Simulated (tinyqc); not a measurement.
# Read current of a NAND string, cells in series solved by shooting: effect of the pass voltage

Cells in series, numbered from 0 at the source line (0 V) to the bit line, each followed by a gap resistance Rg. A cell with gate Vg, threshold VT, source Vs and drain Vd passes I = 2 nf K Vt^2 [F(Vs) - F(Vd)]/(1 + th max(Vg - VT, 0)), F(V) = ln^2(1 + exp((Vg - VT - nf V)/(2 nf Vt))). The selected cell has Vg = Vr, the others Vg = Vp.

For a trial current I start at 0 V and, cell by cell, solve for the drain: sqrt(F(Vd)) = sqrt(F(Vs) - I/k), k = 2 nf K Vt^2/(1 + th max(Vg - VT, 0)), Vd = [Vg - VT - 2 nf Vt ln(exp(sqrt F) - 1)]/nf, then add I Rg. The string current is the I for which the last node reaches Vbl. The apparent threshold is the Vr at which I = Is. Background: all other cells erased (VT = Ve) or all in the highest state (VT = Vh); ratio and shift are high over erased and high minus erased. The string has 128 cells and the selected one is cell 64.

Inputs (values chosen for the exercise); values of the order met in vertical NAND strings: temperature T = 358 K; gain factor of a cell K = 13 uA/V^2; slope factor nf = 1.5; mobility reduction factor th = 0.14 1/V; resistance of the gap between cells Rg = 5 kohm; bit-line voltage Vbl = 0.4 V; threshold of an erased cell Ve = -1.7 V; threshold of the highest state Vh = 3.5 V; threshold of the selected cell Vx = 1.9 V; sensing current Is = 20 nA; read voltage on the selected word line Vr = 2.84 V.

Constants: q = 1.602176634e-19 C, kB = 1.380649e-23 J/K, Vt = kB T/q. Results are converted to the units shown.

Results:

| Vp (V) | I, others erased (uA) | I, others high (uA) | ratio | apparent VT, erased (V) | apparent VT, high (V) | background shift (mV) |
|---|---|---|---|---|---|---|
| 4.6 | 0.1042 | 0.02685 | 0.2577 | 1.962 | 2.092 | 130.6 |
| 5.6 | 0.1112 | 0.05128 | 0.4612 | 1.959 | 2.011 | 52.76 |
| 6.1 | 0.1143 | 0.06088 | 0.5328 | 1.957 | 1.997 | 39.46 |
| 6.6 | 0.1171 | 0.06922 | 0.5911 | 1.956 | 1.987 | 30.91 |
| 7.1 | 0.1197 | 0.07651 | 0.6391 | 1.955 | 1.980 | 25.00 |
| 7.6 | 0.1222 | 0.08295 | 0.6791 | 1.954 | 1.975 | 20.71 |

Estimate the missing row, Vp = 5.1 V.

Computed row:

| Vp (V) | I, others erased (uA) | I, others high (uA) | ratio | apparent VT, erased (V) | apparent VT, high (V) | background shift (mV) |
|---|---|---|---|---|---|---|
| 5.1 | 0.1078 | 0.04008 | 0.3717 | 1.960 | 2.036 | 76.00 |

With this row back in the table: As Vp goes from 4.6 to 7.6 V, the current with erased neighbours rises from 0.104 to 0.122 uA, that with high neighbours rises from 0.0268 to 0.0830 uA and the ratio rises from 0.258 to 0.679. The background shift falls from 131 to 20.7 mV. A higher pass voltage also disturbs erased cells more, which this model leaves out.

Computed by the program tinyqc: `OMP_NUM_THREADS=1 python tinyqc.py 2142025 2142026 out.jsonl`, one thread of a shared Intel Xeon 2.30GHz, about 0.8 s for the whole run.
